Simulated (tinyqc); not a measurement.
Worked calculation: core-shell quantum dot (spherical envelope functions). Values are carried at full precision from step to step, so a last printed digit may differ when a step is redone from the rounded ones.

Parabolic bands; strain and other valleys are left out. s states, u = r psi, hard wall at R + H, c = hbar^2/2m0, energies from the band edges of the core. Core: u = sin(k1 r)/k1, k1 = sqrt(m1 E/c). At R, psi and psi'/m are continuous, so u is continuous and its slope in the shell is s = u/R + (m2/m1)(u' - u/R). Shell: u(R + x) = u(R) cos(k2 x) + s sin(k2 x)/k2, k2 = sqrt(m2 (E - V)/c); for negative arguments the functions turn into sinh and cosh. A level has u(R + H) = 0.

Constants: hbar^2/2m0 = 3.80998211 eV angstrom^2; e^2/(4 pi eps0) = 14.39964547 eV angstrom; hc = 1239.841984 eV nm.

Values chosen for the exercise (near those of an InP/GaP core-shell dot; the results hold for these values, not for the real material): R = 18 angstrom (core radius); H = 35 angstrom (shell thickness); Vc = 0.399 eV (conduction edge of the shell above that of the core); me1 = 0.078 m0 (electron, core); me2 = 0.131 m0 (electron, shell); E = 0.412 eV (trial energy of the electron); Vv = 0.302 eV (hole barrier of the shell); mh1 = 0.449 m0 (hole, core); mh2 = 0.516 m0 (hole, shell); Eg = 1.353 eV (gap of the core); eps = 9.6 (dielectric constant).

## Shooting at a trial energy

Carry the electron solution outwards.

k1^2 = 0.0084347 1/angstrom^2
k2^2 = 0.00044698 1/angstrom^2
u(R) = 10.852 angstrom
s = -0.5478
u(R + H) = -9.456 angstrom

u(R + H) is negative: one node has entered, so the lowest level lies below the trial energy.

## Ground states

Find the lowest root for electron and hole, and the share of u^2 inside the core.

Levels:
```
carrier   E (eV)  share in the core
electron  0.3734              0.469
hole      0.1415              0.858
```

The core holds 4 % of the volume. The hole stays in the core while the electron spreads over core and shell (quasi type II behaviour; the line-up itself is of type I).

## Overlap and Coulomb integrals

Overlap = (integral of u_e u_h)^2 with normalised u. Coulomb integrals J_ab = (q/eps) double integral of u_a(r)^2 u_b(s)^2/max(r, s), q = e^2/(4 pi eps0), one eps everywhere. Exciton E = Eg + E_e + E_h - J_eh; first-order biexciton shift J_ee + J_hh - 2 J_eh (positive: repulsive).

Integrate numerically.

overlap = 0.753

J_eh, J_ee, J_hh (meV): [81.5, 68.4, 105.8]

## Exciton and biexciton

Give E, the wavelength hc/E and the biexciton shift.

E = 1.786 eV
wavelength = 694 nm
biexciton shift = 11 meV

At first order the shift is the Coulomb integral of the net charge density with itself and cannot be negative; correlation, left out here, lowers it, and may reverse a shift as small as this.

## Checks

- Level without offset and mass step against c (pi/(R + H))^2/m, eV: both 0.1716.
- J_ee in that case against 1.786 q/(eps (R + H)), meV: both 50.5.

tinyqc: `OMP_NUM_THREADS=1 python tinyqc.py 1280239 1280240 out.jsonl`; about 0.05 s, one thread, shared Intel(R) Xeon(R) Processor @ 2.30GHz.
